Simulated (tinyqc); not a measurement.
Changing the photon energy: X-ray photoelectron analysis of a thin oxide on a semiconductor: attenuation lengths, thickness, angle series and band offsets. Computed by tinyqc, a small Python program. Command: `OMP_NUM_THREADS=1 python tinyqc.py 3110163 3110164 out.jsonl xps sweep`. One thread of a shared host (Intel(R) Xeon(R) Processor @ 2.30GHz), about 0.01 s of CPU time with the checks.

The same element is seen in the oxide and in the substrate, at nearly the same kinetic energy; films are flat and uniform, and the work function is ignored.

Inputs (values chosen for the exercise, modelled on SiO2 on silicon):
```
quantity,value,unit
binding energy of the core level,99.4,eV
oxide density,2.18,g/cm^3
oxide formula mass,60.08,g/mol
valence electrons per oxide formula,16,-
oxide gap,8.85,eV
substrate density,2.33,g/cm^3
substrate formula mass,28.09,g/mol
valence electrons per substrate formula,4,-
substrate gap,1.12,eV
oxide thickness d,1.8,nm
emission angle from the normal,30,degrees
attenuation length over inelastic mean free path,0.88,-
carbon overlayer,0.76,nm
```

Method:
- TPP-2M: lambda = E/(E_p^2 [b ln(c E) - C/E + D/E^2]) in angstrom, E_p = 28.8 sqrt(N_v rho/M), b = -0.10 + 0.944/sqrt(E_p^2 + E_g^2) + 0.069 rho^0.1, c = 0.191/sqrt(rho), U = N_v rho/M, C = 1.97 - 0.91 U, D = 53.4 - 20.8 U, with E = photon energy less binding energy in eV.
- Attenuation length L = factor x lambda.
- R_0 = (rho_o/M_o) L_o/((rho_s/M_s) L_s); peak ratio R = I_ox/I_sub = R_0 [exp(d/(L_o cos theta)) - 1]; hence d = L_o cos theta ln(1 + R/R_0). A carbon layer weakens both peaks alike, by exp(-d_C/(L_o cos theta)) if its L is taken equal to L_o. This R_0 leaves out intrinsic losses from the substrate peak, so calibrated values can be larger.

One run for each value:
```
photon energy (eV),L in the oxide (nm),ratio R,R_0,depth 3 L_o cos theta (nm)
300,0.894,5.376,0.5823,2.32
400,1.128,3.015,0.5675,2.93
533,1.434,1.824,0.5597,3.73
949,2.336,0.792,0.5523,6.07
1270,2.991,0.553,0.5505,7.77
1690,3.810,0.399,0.5494,9.90
2250,4.859,0.293,0.5487,12.62
3000,6.208,0.218,0.5482,16.13
```

Give the missing row, photon energy (eV) = 711.

Computed row:
```
photon energy (eV)  L in the oxide (nm)  ratio R     R_0  depth 3 L_o cos theta (nm)
711                               1.830    1.173  0.5551                        4.75
```

Interpolating between the two neighbouring rows (the first column on a logarithmic scale, the others too where they are positive) misses most in ratio R, by 2.5 %. Over the rows, L in the oxide (nm) rises from 0.894 to 6.21 (exponent d ln y / d ln x about 0.84 throughout); ratio R falls from 5.38 to 0.218 (exponent d ln y / d ln x -2.0 between the first rows and -1.0 between the last); R_0 falls from 0.582 to 0.548 (exponent d ln y / d ln x -0.089 between the first rows and -0.0029 between the last).

Extremes, crossings and ranges named in words are read from the listed rows.
